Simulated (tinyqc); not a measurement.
Thickness series: Landau-Devonshire theory of a uniaxial ferroelectric. Computed by tinyqc, a small Python program. Command: `OMP_NUM_THREADS=1 python tinyqc.py 3026723 3026724 out.jsonl ferro walk`. One thread of a shared host (Intel(R) Xeon(R) Processor @ 2.30GHz), about 0.01 s of CPU time with the checks.

G(P) = (alpha/2) P^2 + (beta*/4) P^4 + (gamma/6) P^6 - E P per volume, SI units, one domain, P along the polar axis.

Inputs (values chosen for the exercise, modelled on lead titanate):
```
quantity,value,unit
alpha_0,782000,J m/(C^2 K)
Curie-Weiss temperature T0,752,K
beta,-2.98e+08,J m^5/C^4
gamma,1.59e+09,J m^9/C^6
temperature T,402,K
film thickness d,13,nm
screening length lambda,0.0038,nm
background permittivity eps_b,20,-
series capacitance C_d,1.4,microfarad/cm^2
```

Sample: free crystal.

Constants: eps_0 = 8.8541878128e-12 F/m.

Method:
- alpha = alpha_0 (T - T0*), T0* = T0, beta* = beta.
- Ps^2 = [-beta* + sqrt(beta*^2 - 4 alpha gamma)]/(2 gamma).
- chi = 1/(eps_0 G''), G'' = alpha + 3 beta* P^2 + 5 gamma P^4 at Ps. Ps, chi and the coercive field are for perfect screening, without a depolarising field. The intrinsic coercive field is |alpha P + beta* P^3 + gamma P^5| at the P_c where G'' = 0. 1 C/m^2 = 100 microcoulomb/cm^2.
- Between shorted electrodes with screening length lambda each, the depolarising field is -k P, k = 2 lambda/(eps_0 (d + 2 lambda eps_b)), so alpha turns into alpha + k.
- The polar state is the lowest uniform state while alpha + k < 0 (beta* > 0) or < 3 beta*^2/(16 gamma) (beta* < 0); setting the equality gives the critical thickness d_c.
- Domains are left out, though they can pre-empt both the loss of P and the state at P = 0. The second and third columns are for the shorted capacitor, polar only where it is the lowest uniform state: alpha + k < 0 (beta* > 0) or < 3 beta*^2/(16 gamma) (beta* < 0). The last column is another circuit, the film in series with C_d at P = 0: 1/C = (alpha d)/(1 + alpha eps_0 eps_b) + 1/C_d, and P = 0 is locally stable while 1/C > 0; a dash marks the rest.

alpha = -2.73700e+08 J m/C^2

beta* = -2.98e+08 J m^5/C^4

critical thickness d_c = 2.86853 nm

spontaneous polarisation Ps = 72.0457 microcoulomb/cm^2

Against thickness:
```
d (nm),P (microcoulomb/cm^2),depolarising field (MV/m),C of the stack / C_d
1,0.000,0.00,1.0040
2,0.000,0.00,1.0081
3,43.812,119.31,1.0122
5,60.798,101.29,1.0205
8,65.756,69.24,1.0333
15,68.912,39.04,1.0643
30,70.531,20.08,1.1374
60,71.300,10.17,1.3186
150,71.750,4.10,2.5256
```

The polar state appears between 2 and 3 nm (d_c = 2.87 nm), and at 150 nm P is 99.6 % of Ps. The stack exceeds C_d wherever it is stable, up to 2.53 times: the ferroelectric held at P = 0 acts as a negative capacitance.

Extremes, crossings and ranges named in words are read from the listed rows.
